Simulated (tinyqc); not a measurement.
# One level coupled to a phonon between two leads, self-consistent Born approximation: what changes with what

Wide-band leads with mu_L = +V/2 and mu_R = -V/2; phonons in equilibrium, Nq = 1/(exp(w0/kB T) - 1). Scattering links only energies that differ by w0, so a ladder E_k = E1 + k w0 closes on itself; terms that reach past its ends are dropped. Gn and Gp are the electron and hole parts of the spectral function A = Gn + Gp.

Inputs (values chosen for the exercise):
```
symbol  value  unit                           meaning
T         300     K  temperature of leads and phonons
w0         20   meV                     phonon energy
ed        -10   meV                             level
GL        4.8   meV         coupling to the left lead
GR         14   meV        coupling to the right lead
M         7.2   meV    electron-phonon matrix element
V          38    mV                              bias
```

Constants: q = 1.602176634e-19 C, kB = 1.380649e-23 J/K, h = 6.62607015e-34 J s, Vt = kB T/q. Results are converted to the units shown.

Each table varies one quantity; the others keep the values above.

## Effect of the coupling

|G|^2 = 1/[(E - ed)^2 + (GL + GR + Sin + Sout)^2/4], Gn = |G|^2 (GL fL + GR fR + Sin), Gp = |G|^2 (GL (1 - fL) + GR (1 - fR) + Sout), f = 1/(1 + exp((E - mu)/kB T)). Sin(E) = M^2 [(Nq + 1) Gn(E + w0) + Nq Gn(E - w0)], Sout(E) = M^2 [(Nq + 1) Gp(E - w0) + Nq Gp(E + w0)]. Spectral currents into the level: iL = GL [fL Gp - (1 - fL) Gn], iR = GR [fR Gp - (1 - fR) Gn]. Here E - ed is replaced by E - ed - R(E), with the real part R(E) = (1/2 pi) P int [Sin + Sout](y) dy/(E - y). The total for one spin is I = (q/h) times the integral of iL over all E (all ladders, each long enough that its ends do not matter); the power given to phonons is (1/h) times the integral of E (iL + iR).

The same in every row: I without phonons (uA) = 0.2502.

Effect of the coupling:
```
M (meV)  I (uA)  ratio of the two  power to phonons (nW)  share of I V (%)
1        0.2501            0.9994               0.004618           0.04860
2.8      0.2490            0.9952                0.03429            0.3624
4.7      0.2469            0.9867                0.08807            0.9388
6.5      0.2440            0.9750                 0.1523             1.643
8.3      0.2402            0.9600                 0.2243             2.458
10.2     0.2355            0.9411                 0.3045             3.403
12       0.2304            0.9208                 0.3808             4.349
```

What does the table show?

The ratio to the current without phonons falls from 0.999 to 0.921, and the power to phonons rises from 0.00462 to 0.381 nW, as M^(1.95) between the first two rows (lowest order gives 2). Phonons lower the current here: the level lies inside the bias window, and broadening, sidebands and the shift R move weight out of it.

## Effect of the level position

Same model as above.

Results:
```
ed (meV)   I (uA)  I without phonons (uA)  ratio of the two  power to phonons (nW)  share of I V (%)
0          0.2485                  0.2568            0.9674                 0.1884             1.995
9          0.2438                  0.2515            0.9695                 0.1816             1.960
26         0.2123                  0.2161            0.9824                 0.1381             1.712
34         0.1905                  0.1921            0.9915                 0.1112             1.536
43         0.1637                  0.1633             1.003                0.08185             1.315
52         0.1370                  0.1350             1.014                0.05670             1.089
60         0.1146                  0.1120             1.024                0.03909            0.8974
69        0.09219                 0.08919             1.034                0.02462            0.7027
```

Estimate the missing row, ed = 17 meV.

Computed row:
```
ed (meV)  I (uA)  I without phonons (uA)  ratio of the two  power to phonons (nW)  share of I V (%)
17        0.2322                  0.2383            0.9742                 0.1649             1.870
```

With this row back in the table: I falls from 0.248 to 0.0922 uA as the level leaves the window |E| < 19 meV; the ratio to the current without phonons rises from 0.967 to 1.03. The power to phonons falls from 0.188 to 0.0246 nW.

Range of the model: The self-consistent Born approximation keeps only non-crossing phonon lines and no Hartree shift; it is rough once the coupling nears the phonon energy.

tinyqc, about 0.2 s, one thread, Intel Xeon 2.30GHz (shared host): `OMP_NUM_THREADS=1 python tinyqc.py 2720132 2720133 out.jsonl`
